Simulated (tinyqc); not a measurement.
Surface Green function of a dimerised chain, Sancho-Rubio decimation: one step of the calculation.

A semi-infinite lead of cells 0, 1, 2, ... with H0 inside a cell and H1 = <cell i|H|cell i + 1>. Cell A, B with A at the surface; -t1 joins A and B, -t2 joins B to the next A. z = E + i eta.

Problem. Self-energy, Dyson check and densities of states. Sigma = H1 g_s H1^dagger is what the lead adds to one more cell, and (z - H0 - Sigma)^(-1) must give g_s back. Densities of states: -Im of the diagonals over pi.

Parameters, values chosen for the exercise: energy E = 0.07 eV; broadening eta = 0.04 eV.

H0 (eV):

|  | A | B |
|---|---|---|
| A | 0 | -1.33 |
| B | -1.33 | 0 |

H1 (eV):

|  | A | B |
|---|---|---|
| A | 0 | 0 |
| B | -1 | 0 |

converged surface Green function g_s (1/eV):

|  | A | B |
|---|---|---|
| A | -0.09101128-0.05409244i | 0.75504293+0.00558415i |
| B | 0.75504293+0.00558415i | -0.03957116-0.02300196i |

converged bulk Green function (1/eV):

|  | A | B |
|---|---|---|
| A | -0.09095420-0.05528414i | 0.75897957+0.01312742i |
| B | 0.75897957+0.01312742i | -0.09095420-0.05528414i |

Wanted: Sigma; (z - H0 - Sigma)^(-1); surface density of states; bulk density of states.

Solution.

Sigma (eV):

|  | A | B |
|---|---|---|
| A | 0.000000+0.000000i | 0.000000+0.000000i |
| B | 0.000000+0.000000i | -0.091011-0.054092i |

(z - H0 - Sigma)^(-1) (1/eV):

|  | A | B |
|---|---|---|
| A | -0.09101-0.05409i | 0.75504+0.00558i |
| B | 0.75504+0.00558i | -0.03957-0.02300i |

| orbital | surface density of states (1/eV) | bulk density of states (1/eV) |
|---|---|---|
| A | 0.017218 | 0.017597 |
| B | 0.007322 | 0.017597 |

tinyqc, about 0.01 s, one thread, Intel Xeon 2.30GHz (shared host): `OMP_NUM_THREADS=1 python tinyqc.py 2680030 2680031 out.jsonl`
